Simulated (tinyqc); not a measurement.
# Disorder broadening of a one-dimensional band in the self-consistent Born approximation, step by step

Program tinyqc, `OMP_NUM_THREADS=1 python tinyqc.py 2720028 2720029 out.jsonl`; Intel Xeon 2.30GHz, shared host, one thread, about 0.01 s. Printed values are rounded.

The local Green function is G = g0(z - Sigma) with z = E + i eta and g0(z) = 1/(sqrt(z - 2t) sqrt(z + 2t)), principal roots; the self-energy is Sigma = D G. The density of states is -Im G/pi.

Parameters, values chosen for the exercise: hopping t = 1 eV; variance of the random site energy D = 0.24 eV^2; bare broadening eta = 0.03 eV; energy from the band centre E = -0.552 eV; mixing mix = 0.5.

Constants: q = 1.602176634e-19 C, hbar = 1.054571817e-34 J s. Results are converted to the units shown.

Range of the model: The self-consistent Born approximation misses band tails from rare fluctuations and localisation.

## Iteration 1: Born step

Sigma at the start = 0.00000+0.00000i eV

G = g0(z - Sigma), Sigma(out) = D G, Sigma(new) = Sigma + mix (Sigma(out) - Sigma).

G = -0.002330-0.520127i 1/eV
Sigma(out) = -0.000559-0.124830i eV
Sigma after iteration 1 = -0.0002796-0.0624152i eV

Sigma(out) of this first step, from Sigma = 0, is the plain (first) Born approximation.

## Iteration 2: Born step

As before.

G = -0.007149-0.519437i 1/eV
Sigma(out) = -0.001716-0.124665i eV
Sigma after iteration 2 = -0.0009977-0.0935400i eV

## Iteration 3: Born step

As before.

G = -0.009511-0.518797i 1/eV
Sigma(out) = -0.002283-0.124511i eV
Sigma after iteration 3 = -0.001640-0.109026i eV

## Course of the iteration

Stop when |Sigma(out) - Sigma| is below 1e-10 eV, or after 300 iterations; the start is Sigma = 0.

Course of the iteration:
```
iteration,Re Sigma (1e-3 eV),Im Sigma (eV),|Sigma(out) - Sigma| (eV)
1,-0.27963,-0.062415,0.125
2,-0.99766,-0.093540,0.0623
3,-1.64020,-0.109026,0.0310
4,-2.10029,-0.116720,0.0154
5,-2.39843,-0.120541,7.66e-3
6,-2.58095,-0.122436,3.81e-3
7,-2.68867,-0.123377,1.89e-3
8,-2.75063,-0.123843,9.41e-4
9,-2.78560,-0.124074,4.67e-4
...,...,...,...
23,-2.82827,-0.124301,2.61e-8
24,-2.82827,-0.124301,1.30e-8
25,-2.82827,-0.124301,6.45e-9
26,-2.82828,-0.124301,3.21e-9
27,-2.82828,-0.124301,1.59e-9
28,-2.82828,-0.124301,7.92e-10
29,-2.82828,-0.124301,3.93e-10
30,-2.82828,-0.124301,1.95e-10
31,-2.82828,-0.124301,9.71e-11
```

Converged in 31 iterations. At the solution d Sigma(out)/d Sigma = -0.00639-0.018i, so the error shrinks by |1 - mix + mix times that| = 0.497 a step.

## Density of states and lifetime

converged Sigma = -0.002828-0.124301i eV

G = Sigma/D, density of states -Im G/pi, lifetime hbar/(2 |Im Sigma|); without disorder the density of states is -Im g0(z)/pi.

density of states = 0.164859 1/eV
lifetime = 2.64766 fs
density of states without disorder = 0.165562 1/eV

Disorder makes the density of states at this energy 0.42 % below the clean value.
